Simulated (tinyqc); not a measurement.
Kinetic Monte Carlo and master equation for a particle on a ring of sites with traps and bias: one step, computed by the program tinyqc.

8 sites on a ring, numbered 1 to 8. The saddle between i and i+1 lies at E0 + s b_i and site i at s eps_i; a force F tilts the landscape, with the saddle half-way.

Problem. Rate table. Rates: k(i to i+1) = nu exp(-(E0 + s b_i - s eps_i - F a/2)/(k_B T)), k(i to i-1) = nu exp(-(E0 + s b_(i-1) - s eps_i + F a/2)/(k_B T)). Share right = k right/(k right + k left); mean stay = 1/(k right + k left).

Inputs (values chosen for the exercise, for a model defect): reference barrier E0 = 0.47 eV; scale factor s of the disorder = 1; attempt frequency nu = 1.7 THz; temperature T = 470 K; site spacing a = 3.3 angstrom; force F along the ring = 0.004 eV/angstrom.

Disorder: random barriers.

site energies eps_i (eV): [0, 0, 0, 0, 0, 0, 0, 0]

saddle shifts b_i between sites i and i+1 (eV): [0.043, 0.014, -0.022, -0.054, -1.8e-05, -0.042, -0.053, 0.04]

Constants: k_B = 8.617333262e-05 eV/K.

Give: Rates, shares of right hops and mean stays.

Solution.

Rates, shares of right hops and mean stays:
```
site  k right (1/s)  k left (1/s)  share right  mean stay (s)
1         6.315e+06     4.909e+06       0.5626      8.910e-08
2         1.292e+07     4.558e+06       0.7392      5.721e-08
3         3.143e+07     9.328e+06       0.7711      2.454e-08
4         6.926e+07     2.269e+07       0.7532      1.088e-08
5         1.827e+07     5.000e+07       0.2676      1.465e-08
6         5.150e+07     1.319e+07       0.7962      1.546e-08
7         6.757e+07     3.718e+07       0.6451      9.547e-09
8         6.800e+06     4.878e+07       0.1224      1.799e-08
```

The particle stays longest on site 1, 9.3 times as long as on the quickest site.
